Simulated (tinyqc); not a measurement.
# Changing the barrier height phi_B

Model: leakage currents through a thin dielectric. Computed by tinyqc, a small Python program. Command: `OMP_NUM_THREADS=1 python tinyqc.py 3007819 3007820 out.jsonl leak sweep`. One thread of a shared host (Intel(R) Xeon(R) Processor @ 2.30GHz), about 0.06 s of CPU time with the checks.

Electrons leave an electrode with Fermi energy E_F above its band bottom; barriers are counted from the Fermi level, and both electrodes are alike.

Inputs (values chosen for the exercise, modelled on Al2O3):
```
quantity                           value  unit
tunnelling mass m                   0.33   m_0
static permittivity k               9.05     -
optical permittivity k_o            3.25     -
trap depth phi_t                     1.3    eV
Poole-Frenkel prefactor sigma_0  1.7e-08  S/cm
thickness t                          1.2    nm
electrode Fermi energy E_F          0.27    eV
electrode mass m_e                     1   m_0
voltage V                           0.97     V
temperature T                        473     K
```

Stack: single layer.

Constants: m_0 = 9.1093837015e-31 kg; e = 1.602176634e-19 C; hbar = 1.054571817e-34 J s; k_B = 8.617333262e-05 eV/K; k_B = 1.380649e-23 J/K; eps_0 = 8.8541878128e-12 F/m; h = 6.62607015e-34 J s.

Method:
- Field F = V/t; equivalent oxide thickness 3.9 t/k.
- WKB: a layer of mass m, field F and barrier b(x) = b_0 - e F x gives the exponent (4 sqrt(2 m)/(3 hbar e F)) [b_0^(3/2) - max(b_0 - e F t, 0)^(3/2)] for b_0 > 0; b_0 = barrier - (E - E_F); the transmission is D(E) = exp(-sum of exponents), without image force.
- Tsu-Esaki: J = (e m_e k_B T/(2 pi^2 hbar^3)) int D(E) ln[(1 + exp((E_F - E)/k_B T))/(1 + exp((E_F - eV - E)/k_B T))] dE over the normal energy E (its change with the mass at an interface is neglected) from max(0, E_F - 3 eV) to E_F + largest barrier, by 100 Gauss-Legendre points in each part, split at E_F - 0.3 eV (if inside the range) and E_F + 8 k_B T.
- The mean energy weights E - E_F by the integrand.
- Schottky emission J = A T^2 exp(-(phi_B - sqrt(e^3 F/(4 pi k_o eps_0)))/k_B T), A = 4 pi e m k_B^2/h^3 with the tunnelling mass; Poole-Frenkel J = sigma_0 F exp(-(phi_t - sqrt(e^3 F/(pi k_o eps_0)))/k_B T); both use the field F of the dielectric.

One run for each value; columns: (1) barrier height phi_B (eV); (2) tunnel current density (A/cm^2); (3) Schottky current density (A/cm^2); (4) transmission D(E_F); (5) mean energy of the current above E_F (eV):
```
(1)        (2)        (3)        (4)      (5)
1.4  4.569e+05  2.556e-02  1.265e-03  -0.1421
1.8  1.255e+05  1.398e-06  3.183e-04  -0.1468
2.1  5.383e+04  8.895e-10  1.308e-04  -0.1490
2.5  1.945e+04  4.866e-14  4.531e-05  -0.1511
2.8  9.653e+03  3.095e-17  2.194e-05  -0.1522
3.2  4.046e+03  1.693e-21  8.960e-06  -0.1535
3.5  2.194e+03  1.077e-24  4.779e-06  -0.1542
3.9  1.014e+03  5.893e-29  2.168e-06  -0.1550
```

Describe the trends.

Over the rows, tunnel current density (A/cm^2) falls from 457000 to 1010 (exponent d ln y / d ln x -5.1 between the first rows and -7.1 between the last); Schottky current density (A/cm^2) falls from 0.0256 to 5.89e-29 (exponent d ln y / d ln x -39 between the first rows and -91 between the last); transmission D(E_F) falls from 0.00127 to 2.17e-6 (exponent d ln y / d ln x -5.5 between the first rows and -7.3 between the last).

Extremes, crossings and ranges named in words are read from the listed rows.
